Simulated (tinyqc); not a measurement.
# From electron temperature T_e back to lifetime at T = 0, tau_0

Model: decay of LO phonons and the hot-phonon bottleneck in the cooling of electrons. Computed by tinyqc, a small Python program. Command: `OMP_NUM_THREADS=1 python tinyqc.py 3021136 3021137 out.jsonl hotphonon inv`. One thread of a shared host (Intel(R) Xeon(R) Processor @ 2.30GHz), about 0.02 s of CPU time with the checks.

n(E, T) = 1/(exp(E/(k_B T)) - 1) is the Bose occupation. Electrons have a temperature T_e; the LO modes within their reach share one occupation N; the decay products stay at the lattice temperature.

Inputs (values chosen for the exercise, modelled on gallium nitride): LO energy hbar omega = 91.9 meV; share f of the energy in the softer product = 0.25; lattice temperature T = 250 K; electron mass m* = 0.191 m_0; eps_inf = 5.26; static dielectric constant eps_s = 9.22; electron density n = 4.9e+18 1/cm^3; density of LO modes that the electrons reach, N_m = 1.7e+19 1/cm^3; power supplied per electron P = 9.6 nW.

Decay channel: two unequal phonons (Ridley).

Constants: k_B = 8.617333262e-05 eV/K; c = 299792458 m/s; e^2/(4 pi eps_0) = 14.39964548 eV angstrom; hbar^2/(2 m_0) = 3.80998212 eV angstrom^2; hbar = 6.582119569e-16 eV s; e = 1.602176634e-19 C.

Method:
- Decay rate 1/tau = (1/tau_0) [1 + n(f hbar omega) + n((1 - f) hbar omega)].
- Full width Gamma = 1/(2 pi c tau) in 1/cm, c in cm/s.
- Froehlich coupling alpha = (e^2/(4 pi eps_0)) (1/eps_inf - 1/eps_s) k_0/(2 hbar omega), k_0 = sqrt(m* hbar omega/(hbar^2/(2 m_0))); emission time tau_sp = hbar/(2 alpha hbar omega); bottleneck ratio r = (n/N_m) tau/tau_sp.
- Net emission per electron: [(N + 1) x - N]/tau_sp with x = exp(-hbar omega/(k_B T_e)), a simple two-level balance; steady state of the modes: n [(N + 1) x - N]/tau_sp = N_m (N - N_0)/tau; power per electron P = hbar omega [(N + 1) x - N]/tau_sp.
- With p = P tau_sp/(hbar omega): N = N_0 + r p and x = (p + N)/(N + 1); without hot phonons N = N_0. The mode temperature T_LO solves n(hbar omega, T_LO) = N.

Question. A run gave the result below. Find the lifetime at T = 0, tau_0, known to lie between 1.9 and 3.5 ps.

electron temperature T_e = 693.8853 K

Answer.

Each step takes the trial c = (a f_b - b f_a)/(f_b - f_a), f being the result less the target and a, b, c the logarithms of the listed values; c replaces end b, the old b replaces a if the sign of f changed, and otherwise f_a is halved.

Scan of the range:
```
lifetime at T = 0, tau_0 (ps)  electron temperature T_e (K)
1.90                                                660.986
2.10                                                692.481
2.33                                                728.042
2.58                                                766.027
2.86                                                807.883
3.16                                                852.060
3.50                                                901.435
```

False position (Illinois rule, in the logarithm of the input) inside the bracket:
```
step    end a    end b    trial  electron temperature T_e (K)
1     2.10000  2.33000  2.10863                       693.828
2     2.33000  2.10863  2.10898                       693.883
3     2.33000  2.10898  2.10901                       693.887
4     2.10898  2.10901  2.10900                       693.885
```

Electron temperature T_e rises at every point of a 13-point scan of the range (every second point is shown), so one value fits; it is bracketed by 2.10 and 2.33. Answer: lifetime at T = 0, tau_0 = 2.109 ps.
